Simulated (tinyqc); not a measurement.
What moves the results: localisation in a chain with random site energies (transfer matrices). A value that a table varies takes the place of the one given here.

Hopping -t; leads with site energy 0, E = -2t cos(ka). psi_(j+1) = ((e_j - E)/t) psi_j - psi_(j-1), a product of matrices M_j = [[(e_j - E)/t, -1], [1, 0]]. For M = M_N ... M_1 the transmission is T = 4 sin^2(ka)/|M21 - M12 + M22 exp(ika) - M11 exp(-ika)|^2. Long samples draw e_j = W (x_j/2147483647 - 1/2) from x_j = 16807 x_(j-1) mod 2147483647, starting at x0. The localisation length xi, in sites, is defined by ln T = -2N/xi on average; weak disorder gives xi = 24 (4t^2 - E^2)/W^2, and the mean free path for backscattering is xi/2.

Numerical xi = N/ln sqrt(psi_(N+1)^2 + psi_N^2) for N = 20000 sites from psi_1 = 1, psi_0 = 0; its statistical error is about xi sqrt(xi/N).

Inputs chosen for the exercise:
```
symbol  value  unit  meaning
t       1.07   eV    hopping
E       -0.96  eV    energy
x0      3378         start of the number sequence
W       2.76   eV    full width of the disorder
```

## Localisation length against disorder

The same number sequence scaled by W.

xi (sites):
```
W/t   W (eV)  numerical  error  weak disorder  strong: 1/(ln(W/2t) - 1)
1.0    1.070     75.343  4.624         76.681                         -
1.5    1.605     34.360  1.424         34.080                         -
2.0    2.140     17.932  0.537         19.170                         -
3.0    3.210      8.210  0.166          8.520                         -
4.0    4.280      5.032  0.080          4.793                         -
6.0    6.420      2.667  0.031          2.130                         -
10.0  10.700      1.400  0.012          0.767                     1.641
16.0  17.120      0.897  0.006          0.300                     0.926
```

At W = t the numerical value is 75.3 +/- 4.6 against 76.7, and at 2t 17.93 +/- 0.54 against 19.17. The weak-disorder formula is within 15 % for W/t = 1, 1.5, 2, 3 and 4; at W = 16t it gives 0.30 and the strong-disorder form 0.93, against 0.90. All states of the chain are localised; disorder only sets the length.

## From ballistic to localised

200 samples of each length, cut one after another from the start of the sequence. Typical T = exp(mean ln T). Ohmic: 1/(1 + 2N/xi); localised: exp(-2N/xi), both with the weak-disorder xi.

Transmission:
```
N     mean T  typical T  spread of ln T   ohmic  localised
2      0.763      0.739           0.266   0.742      0.707
5      0.496      0.421           0.631   0.535      0.420
10     0.276      0.157           1.214   0.366      0.176
20    0.0966     0.0214           2.052   0.224     0.0311
40    0.0144   0.000381           3.049   0.126   0.000967
80  0.000292   2.47e-07           4.691  0.0672   9.35e-07
```

With xi = 11.5 sites, mean and typical T are 0.496 and 0.421 at N = 5, and 0.000292 and 2.47e-07 at N = 80, where ln T scatters by 4.7. The slope of ln(typical T) between 40 and 80 sites gives xi = 10.9, uncertain by about 5 % from the scatter of 200 samples. At N = 80 the ohmic law gives 2.72e+05 times the typical value: a single channel has no ohmic range beyond a mean free path, and the mean is carried by rare resonant samples.

## What each parameter does

Numerical and weak-disorder xi. Each row changes one parameter from the base and keeps the others.

Results:
```
case          numerical xi (sites)  weak-disorder xi (sites)
base                         10.70                     11.52
t = 1.23 eV                  15.91                     16.16
E = -0.67 eV                 13.35                     13.01
W = 3.312 eV                  7.77                      8.00
x0 = 3379                    10.82                     11.52
```

The largest shifts from the base row, up to three for each result and ties (the steps differ in size, so this ranks the rows, not the parameters). numerical xi (sites): t +5.22, W -2.92, E +2.65. weak-disorder xi (sites): t +4.64, W -3.52, E +1.49; unchanged at the printed digits by x0. A new x0 is another sample of the same disorder; its shift is one draw of the statistical scatter, about xi sqrt(xi/N); the other rows share one sample, so their errors are correlated.

Program tinyqc; command `OMP_NUM_THREADS=1 python tinyqc.py 1482553 1482554 out.jsonl`; about 0.07 s on one thread of a shared Intel(R) Xeon(R) Processor @ 2.30GHz.
